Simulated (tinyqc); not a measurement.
Inside a calculation. Method: one-electron ion in a basis of Gaussians. Computed by tinyqc, a small Python program that keeps every step. Settings: Z = 2, l = 2. Command: `OMP_NUM_THREADS=1 python tinyqc.py 26714 26715 out.jsonl` (the two numbers bound the seeds that draw the settings). One thread of a shared host (Intel(R) Xeon(R) Processor @ 2.60GHz), about 0.01 s of CPU time with the checks.

## Matrices over normalised Gaussians

exponents of r^l exp(-a r^2) (1/bohr^2): [0.01707, 0.06013, 0.21190, 0.74650, 2.63000, 9.26800]

Z = 2

l = 2

With p = a_i + a_j and I(k) = Gamma((k+1)/2) / (2 p^((k+1)/2)): S = I(2l+2), T = (2l+3) a_i a_j S / p, V = -Z I(2l+1), each divided by sqrt(S_ii S_jj).

S:
```
[[1.00000, 0.52091, 0.10508, 0.01406, 0.00164, 0.00018],
 [0.52091, 1.00000, 0.52070, 0.10506, 0.01405, 0.00164],
 [0.10508, 0.52070, 1.00000, 0.52086, 0.10511, 0.01405],
 [0.01406, 0.10506, 0.52086, 1.00000, 0.52083, 0.10506],
 [0.00164, 0.01405, 0.10511, 0.52083, 1.00000, 0.52071],
 [0.00018, 0.00164, 0.01405, 0.10506, 0.52071, 1.00000]]
```

T (hartree):
```
[[0.05974, 0.04848, 0.01162, 0.00164, 0.00019, 0.00002],
 [0.04848, 0.21046, 0.17072, 0.04093, 0.00578, 0.00069],
 [0.01162, 0.17072, 0.74165, 0.60178, 0.14428, 0.02038],
 [0.00164, 0.04093, 0.60178, 2.61275, 2.11989, 0.50806],
 [0.00019, 0.00578, 0.14428, 2.11989, 9.20500, 7.46724],
 [0.00002, 0.00069, 0.02038, 0.50806, 7.46724, 32.43800]]
```

V (hartree):
```
[[-0.22239, -0.17420, -0.06052, -0.01478, -0.00321, -0.00068],
 [-0.17420, -0.41739, -0.32687, -0.11357, -0.02774, -0.00603],
 [-0.06052, -0.32687, -0.78355, -0.61373, -0.21326, -0.05208],
 [-0.01478, -0.11357, -0.61373, -1.47066, -1.15190, -0.40016],
 [-0.00321, -0.02774, -0.21326, -1.15190, -2.76043, -2.16180],
 [-0.00068, -0.00603, -0.05208, -0.40016, -2.16180, -5.18193]]
```

## Generalised eigenproblem

H = T + V (hartree):
```
[[-0.16265, -0.12572, -0.04890, -0.01314, -0.00302, -0.00065],
 [-0.12572, -0.20694, -0.15615, -0.07265, -0.02196, -0.00534],
 [-0.04890, -0.15615, -0.04190, -0.01196, -0.06898, -0.03170],
 [-0.01314, -0.07265, -0.01196, 1.14209, 0.96799, 0.10790],
 [-0.00302, -0.02196, -0.06898, 0.96799, 6.44457, 5.30544],
 [-0.00065, -0.00534, -0.03170, 0.10790, 5.30544, 27.25607]]
```

Solve H C = S C e through S^(-1/2); each column has its largest component positive (the first on a tie).

eigenvalues of S: [0.19183, 0.34980, 0.64547, 1.09068, 1.62760, 2.09461]

eigenvalues (hartree): [-0.22146, -0.12300, 0.13015, 1.64247, 8.07482, 33.57338]

coefficients:
```
[[0.22085, 1.10440, 0.42472, -0.11339, 0.03883, -0.01439],
 [0.75528, -0.59975, -1.02041, 0.35050, -0.12112, 0.04473],
 [0.19622, -0.18620, 1.16769, -0.83262, 0.31232, -0.11441],
 [0.01293, -0.00945, 0.00014, 1.25914, -0.75683, 0.28717],
 [0.00147, -0.00152, 0.01263, -0.08301, 1.26950, -0.70145],
 [-0.00001, 0.00005, -0.00119, 0.01593, -0.09982, 1.20531]]
```

For Z = 2 and l = 2 the exact lowest level is -Z^2/(2 n^2) with n = l + 1: -0.222222 hartree.
